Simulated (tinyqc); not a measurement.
## Energy and delay of logic against supply voltage: energy and delay against supply voltage

One expression serves below and above threshold: I(Vg) = Ik [ln(1 + exp((Vg - VT + dd V)/(al nf Vt)))]^al, with I_on = I(V) and I_off = I(0). Gate delay td = kd C V/I_on, clock period LD td. Per gate and cycle the switching energy is act C V^2 and the leakage energy I_off V LD td. No short-circuit current, no variation. Minima are sought above 0.09 V; below a few Vt gates no longer switch and the model has no meaning.

EDP = energy times td.

Values chosen for this exercise; values of the order met in logic technologies:
- T = 330 K (temperature)
- VT = 0.27 V (threshold voltage at zero drain bias)
- nf = 1.14 (slope factor)
- dd = 0.06 (barrier lowering per volt of supply)
- Ik = 0.32 uA (specific current of a gate)
- al = 1.34 (exponent of the current law)
- C = 0.4 fF (load capacitance of a gate)
- kd = 0.6 (delay factor)
- LD = 12 (logic depth)
- act = 0.05 (activity factor)

Constants: q = 1.602176634e-19 C, kB = 1.380649e-23 J/K, Vt = kB T/q. Results are converted to the units shown.

Results:

| V (V) | I_on (uA) | I_off (nA) | td (ps) | switching (aJ) | leakage (aJ) | energy (aJ) | EDP (fJ ps) |
|---|---|---|---|---|---|---|---|
| 0.15 | 0.009914 | 0.1018 | 3631 | 0.4500 | 0.6657 | 1.116 | 4.052 |
| 0.27 | 0.2766 | 0.1271 | 234.3 | 1.458 | 0.09651 | 1.555 | 0.3642 |
| 0.38 | 1.459 | 0.1558 | 62.50 | 2.888 | 0.04440 | 2.932 | 0.1833 |
| 0.5 | 3.521 | 0.1945 | 34.08 | 5.000 | 0.03976 | 5.040 | 0.1718 |
| 0.73 | 8.539 | 0.2973 | 20.52 | 10.66 | 0.05344 | 10.71 | 0.2198 |
| 0.85 | 11.55 | 0.3710 | 17.67 | 14.45 | 0.06687 | 14.52 | 0.2565 |
| 0.97 | 14.77 | 0.4630 | 15.77 | 18.82 | 0.08496 | 18.90 | 0.2980 |
| 1.08 | 17.89 | 0.5670 | 14.49 | 23.33 | 0.1065 | 23.43 | 0.3396 |
| 1.2 | 21.46 | 0.7073 | 13.42 | 28.80 | 0.1367 | 28.94 | 0.3884 |

Estimate the missing row, V = 0.62 V.

Computed row:

| V (V) | I_on (uA) | I_off (nA) | td (ps) | switching (aJ) | leakage (aJ) | energy (aJ) | EDP (fJ ps) |
|---|---|---|---|---|---|---|---|
| 0.62 | 6.001 | 0.2427 | 24.80 | 7.688 | 0.04477 | 7.733 | 0.1917 |

With this row back in the table: td falls from 3630 to 13.4 ps; the energy rises from 1.12 to 28.9 aJ and the EDP goes from 4.05 through a minimum of 0.172 (at V = 0.5 V among the rows listed) to 0.388 fJ ps. The exact minima lie at V = 0.178 V for the energy and 0.460 V for the EDP. Going from 1.2 V to the energy minimum saves a factor of 27.6 in energy and costs a factor of 133 in delay. Below the minimum the leakage energy rises faster than the switching energy falls, because the clock period grows so steeply.

Numbers from tinyqc (`OMP_NUM_THREADS=1 python tinyqc.py 2082027 2082028 out.jsonl`; about 0.01 s on one thread of a shared Intel Xeon 2.30GHz).
